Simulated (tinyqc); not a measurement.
Inside a calculation. Method: G0W0 on RHF in the sto-3g basis, for H3+, spin multiplicity 1. One step of it, computed by the program tinyqc.

Problem. Screening: direct RPA. With D = e_a - e_i and K = (ia|jb): diagonalise D^(1/2) (D + 4K) D^(1/2) = Z w^2 Z^T; X + Y = D^(1/2) Z w^(-1/2), each column of Z with its largest component positive (the first on a tie); E_c = (sum w - tr (D + 2K)) / 2.

orbital energies (hartree): [-1.071607, -0.194803, 0.034177]

Two-electron integrals over orbitals (pq|rs), unique and non-zero (hartree):
```
(11|11) 0.572819    (21|11) -0.015116   (21|21) 0.143206    (22|11) 0.534878
(22|21) 0.045929    (22|22) 0.621578    (31|11) 0.030599    (31|21) 0.001454
(31|22) -0.069966   (31|31) 0.143952    (32|11) 0.002454    (32|21) -0.098799
(32|22) -0.016279   (32|31) -0.038755   (32|32) 0.091527    (33|11) 0.572844
(33|21) -0.050874   (33|22) 0.495097    (33|31) 0.086314    (33|32) 0.015063
(33|33) 0.639297
```

Give: D^(1/2) (D + 4K) D^(1/2); excitation energies w; X + Y; RPA correlation energy.

Solution.

D^(1/2) (D + 4K) D^(1/2) (hartree^2), order 1>2, 1>3:
```
[[1.2710, 0.0057],
 [0.0057, 1.8595]]
```

excitation energies w (hartree): [1.1274, 1.3636]

X + Y, order 1>2, 1>3:
```
[[0.8819, 0.0078],
 [-0.0096, 0.9005]]
```

RPA correlation energy = -0.032939 hartree
